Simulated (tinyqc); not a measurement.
Hubbard ring of 3 sites, step by step. One step of it, computed by the program tinyqc.

Task: Mean-field iteration 1. H(up) = T + U n(down), H(down) = T + U n(up); fill the lowest levels; n(new) = n + mixing (n(out) - n); E = tr T (rho up + rho down) + U sum n_up n_down of the output.

one-body matrix (hopping and site energies) (eV):
```
           1          2          3
1  -0.600000  -1.530000  -1.530000
2  -1.530000  -0.390000  -1.530000
3  -1.530000  -1.530000  -0.300000
```

U = 4.800000 eV

electrons, up and down: 2  1

mixing = 1

n(up) at the start (a guess, not normalised): 1 0.967000, 2 0.367000, 3 0.967000

n(down) at the start (a guess): 1 0.033000, 2 0.633000, 3 0.033000

Give: levels, up; levels, down; energy; n(up) after iteration 1; n(down) after iteration 1.

Result:

levels, up (eV): -2.7023  1.2419  3.5256

levels, down (eV): -0.2426  4.2645  5.7329

energy = -3.1866 eV

n(up) after iteration 1: 1 0.9384, 2 0.1417, 3 0.9199

n(down) after iteration 1: 1 0.1878, 2 0.6423, 3 0.1699
